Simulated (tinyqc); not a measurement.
From results back to parameters: periodic multilayer mirror for extreme ultraviolet light. Four cases, with inputs chosen for the exercise.

Problem. With a mean index 1 - dm the Bragg wavelength is lam_B = 2 L sqrt((1 - dm)^2 - sin^2 theta). It is given at 0 degrees and at th2; L and dm are hidden. Then the absorber share is Gm = (dm - delta_S)/(delta_A - delta_S), with the first entries of dS and dA; L is the period.

Case 1.

Values chosen (out of a larger set: optical constants near those of Mo and Si at 13.5 nm; not measured data): th2 = 20 degrees (second angle); dA = (0.077, 0.00629) (delta and beta of the absorber, N = 1 - delta + i beta); dS = (0.001, 0.00185) (delta and beta of the spacer and the substrate).

lam_B at 0 = 13.597426 nm
lam_B at th2 = 12.718703 nm

Case 2.

Values chosen (out of a larger set: optical constants near those of Mo and Si at 13.5 nm; not measured data): th2 = 10 degrees (second angle); dA = (0.074, 0.00604) (delta and beta of the absorber, N = 1 - delta + i beta); dS = (0.0011, 0.00169) (delta and beta of the spacer and the substrate).

lam_B at 0 = 13.664914 nm
lam_B at th2 = 13.445036 nm

Case 3.

Values chosen (out of a larger set: optical constants near those of Mo and Si at 13.5 nm; not measured data): th2 = 20 degrees (second angle); dA = (0.0747, 0.00675) (delta and beta of the absorber, N = 1 - delta + i beta); dS = (0.0011, 0.00184) (delta and beta of the spacer and the substrate).

lam_B at 0 = 13.540516 nm
lam_B at th2 = 12.663032 nm

Case 4.

Values chosen (out of a larger set: optical constants near those of Mo and Si at 13.5 nm; not measured data): th2 = 15 degrees (second angle); dA = (0.0762, 0.00599) (delta and beta of the absorber, N = 1 - delta + i beta); dS = (0.0012, 0.00175) (delta and beta of the spacer and the substrate).

lam_B at 0 = 13.440688 nm
lam_B at th2 = 12.945945 nm

Find: L; dm; Gm.

Solution. The difference of the squares is 4 L^2 sin^2(th2); then 1 - dm = lam_B(0)/(2 L).

Case 1.

L = 7.030 nm
dm = 0.0329
Gm = 0.42

Case 2.

L = 7.030 nm
dm = 0.0281
Gm = 0.37

Case 3.

L = 7.010 nm
dm = 0.0342
Gm = 0.45

Case 4.

L = 6.980 nm
dm = 0.0372
Gm = 0.48

Computed by tinyqc, one run a case: `OMP_NUM_THREADS=1 python tinyqc.py N N+1 out.jsonl` with N = 1681044, 1681057, 1681095, 1681103; one thread of a shared Intel(R) Xeon(R) Processor @ 2.30GHz, about 0.01 s a run at most.
